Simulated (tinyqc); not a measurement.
Ways to converge the cycle: SCF convergence aids in the sto-3g basis, for H4, spin multiplicity 3. Computed by the program tinyqc with PySCF. UHF with one setting changed at a time; a run stops when the energy changes by less than 1e-09 hartree and the error matrix is below 1e-5. The start is random orbitals. Damping d keeps d of the old density; a shift (hartree) raises the virtual levels; DIIS n extrapolates F over n matrices.

Geometry (angstrom):

| atom | x | y | z |
|---|---|---|---|
| H | 0.0000 | 0.0000 | 0.0000 |
| H | 0.0000 | 0.0000 | 1.4390 |
| H | 0.0000 | 1.8450 | 0.0000 |
| H | 0.0000 | 1.8450 | 1.4390 |

lowest solution found by these runs and by PySCF with stability checks = -1.841519 hartree

Largest element of the error matrix X^T (FDS - SDF) X:

| iteration | plain | damping 0.3 | damping 0.6 | shift 0.4 | DIIS 3 | DIIS 8 |
|---|---|---|---|---|---|---|
| 1 | 1.4e-01 | 1.4e-01 | 1.4e-01 | 1.4e-01 | 1.4e-01 | 1.4e-01 |
| 2 | 1.8e-01 | 8.9e-02 | 8.3e-02 | 1.1e-01 | 1.8e-01 | 1.8e-01 |
| 3 | 4.7e-02 | 9.9e-02 | 6.4e-02 | 1.1e-01 | 1.5e-01 | 1.5e-01 |
| 4 | 3.5e-02 | 6.7e-02 | 7.8e-02 | 1.2e-01 | 6.4e-02 | 6.4e-02 |
| 5 | 2.1e-02 | 4.3e-02 | 7.6e-02 | 1.1e-01 | 2.3e-02 | 2.7e-02 |
| 6 | 2.0e-02 | 2.7e-02 | 6.6e-02 | 7.9e-02 | 2.5e-02 | 2.4e-02 |
| 8 | 1.9e-02 | 2.2e-02 | 4.5e-02 | 2.7e-02 | 2.0e-02 | 1.7e-02 |
| 10 | 1.3e-02 | 1.9e-02 | 2.9e-02 | 1.5e-02 | 2.1e-02 | 3.7e-03 |
| 14 | 3.7e-03 | 1.1e-02 | 2.1e-02 | 7.5e-03 | 8.2e-06 | 1.1e-05 |
| 20 | 3.7e-04 | 3.0e-03 | 1.6e-02 | 2.0e-03 | - | - |
| 30 | 6.9e-06 | 2.4e-04 | 5.5e-03 | 1.8e-04 | - | - |
| 45 | - | - | 7.5e-04 | - | - | - |
| 60 | - | - | 9.2e-05 | - | - | - |

How each run ends:

| run | iterations | E (hartree) | state |
|---|---|---|---|
| plain | 30 | -1.84152 | lowest found |
| damping 0.3 | 43 | -1.84152 | lowest found |
| damping 0.6 | >60 | -1.84152 | falls steadily but slowly, by a factor of about 0.87 a step |
| shift 0.4 | 43 | -1.84152 | lowest found |
| DIIS 3 | 18 | -1.81352 | higher |
| DIIS 8 | 16 | -1.81352 | higher |

What does the comparison show, and why?

3 of 6 runs reach the lowest solution found, in 30 to 43 iterations (fastest: plain). Ending on a higher stationary point: DIIS 3, DIIS 8; a small error matrix cannot reveal that, and an occupation fixed by the start is kept by symmetry or by the shape of the basin. Not converged: damping 0.6. Plain steps already contract here, so damping only slows them. DIIS minimises the error, not the energy, so it can stall or settle near a saddle, and its small system turns near-singular when few rotations are active.
